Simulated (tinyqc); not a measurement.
# Changing the source 2: carrier flow

Model: precursor delivery and alloy composition in metal-organic vapour-phase epitaxy. Computed by tinyqc, a small Python program. Command: `OMP_NUM_THREADS=1 python tinyqc.py 3020214 3020215 out.jsonl movpe sweep`. One thread of a shared host (Intel(R) Xeon(R) Processor @ 2.30GHz), about 0.01 s of CPU time with the checks.

Carrier gas leaves each bubbler saturated. Group-III species cross a boundary layer and react at the surface; element 2 can also desorb. The film is (1)_(1-x) (2)_x V with a zinc-blende cell.

Inputs (values chosen for the exercise, close to those used for AlGaAs from TMAl and TEGa):

| quantity | value | unit |
|---|---|---|
| source 1: a in log10(p/torr) = a - b/T | 8.22 | - |
| source 1: b | 2134 | K |
| source 1: bath temperature | 24 | C |
| source 1: carrier flow | 47 | sccm |
| source 2: a | 8.08 | - |
| source 2: b | 2162 | K |
| source 2: bath temperature | 17 | C |
| bubbler pressure p_b | 1000 | torr |
| group-V hydride flow | 86 | sccm |
| total flow | 18 | slm |
| reactor pressure p | 75 | torr |
| diffusivity D0 at 273.15 K and 760 torr | 0.31 | cm^2/s |
| boundary layer delta | 1.5 | cm |
| prefactor of the surface rate k_s | 3.6e+13 | cm/s |
| energy of k_s | 1.84 | eV |
| prefactor of the loss of element 2 | 2.8e+18 | layers/s |
| energy of the loss | 3.57 | eV |
| lattice constant a | 5.655 | angstrom |
| growth temperature T | 700 | C |

Constants: k_B = 1.380649e-23 J/K; k_B = 8.617333262e-05 eV/K.

Method:
- Temperatures in kelvin are T(C) + 273.15.
- Vapour pressure p_v = 10^(a - b/T); precursor flow = carrier flow x p_v/(p_b - p_v); 1 sccm = 44.615 micromol/min; V/III = hydride flow over the sum of both; gas share x_g = F2/(F1 + F2).
- Partial pressure p_i = p F_i/(44615 x total flow in slm); density n_i = p_i/(k_B T), 1 torr = 133.322 Pa; D = D0 (T/273.15)^1.75 (760/p), h = D/delta, the same for both; k_s = prefactor x exp(-energy/(k_B T)); arrival J_i = n_i/(1/h + 1/k_s); in layers per second g_i = J_i a^2/2 (two group-III sites per a^2 on (001)).
- Loss of element 2 is r x with r = prefactor x exp(-energy/(k_B T)). Then x = (g2 - r x)/(g1 + g2 - r x), or r x^2 - (g1 + g2 + r) x + g2 = 0, smaller root; growth rate G = g1/(1 - x) layers/s; one layer is a/2 thick, 1 angstrom/s = 0.36 um/h.
- Distribution coefficient = [x/(1 - x)]/[x_g/(1 - x_g)], x_g = g2/(g1 + g2).

One run for each value:

| source 2: carrier flow (sccm) | solid share x | gas share x_g | growth rate G (um/h) | distribution coefficient |
|---|---|---|---|---|
| 5.4 | 0.0186 | 0.0425 | 0.687 | 0.4262 |
| 9.3 | 0.0318 | 0.0711 | 0.697 | 0.4295 |
| 16.0 | 0.0542 | 0.1163 | 0.713 | 0.4352 |
| 28.0 | 0.0931 | 0.1872 | 0.744 | 0.4456 |
| 83.0 | 0.2521 | 0.4058 | 0.902 | 0.4936 |
| 140.0 | 0.3844 | 0.5353 | 1.096 | 0.5421 |

Give the missing row, source 2: carrier flow (sccm) = 48.0.

Computed row:
```
source 2: carrier flow (sccm)  solid share x  gas share x_g  growth rate G (um/h)  distribution coefficient
48.0                                  0.1546         0.2831                 0.798                    0.4630
```

Interpolating between the two neighbouring rows (the first column on a logarithmic scale, the others too where they are positive) misses most in gas share x_g, by 2.9 %. Over the rows, solid share x rises from 0.0186 to 0.384 (exponent d ln y / d ln x 0.99 between the first rows and 0.81 between the last); gas share x_g rises from 0.0425 to 0.535 (exponent d ln y / d ln x 0.94 between the first rows and 0.53 between the last); growth rate G (um/h) rises from 0.687 to 1.10 (exponent d ln y / d ln x 0.025 between the first rows and 0.37 between the last). At fixed r the share lost shrinks as growth gets faster, since atoms are buried sooner. Left out: 1.80, 3.10 (the alloy is nearly binary).

Caution (all rows): trimethylaluminium is largely a dimer in the vapour, which would double its metal flow; it is counted as a monomer here. Caution (all rows): the lattice constant is held fixed as x changes, delta does not respond to the flow, both precursors share one D and k_s, and gas-phase side reactions are left out.
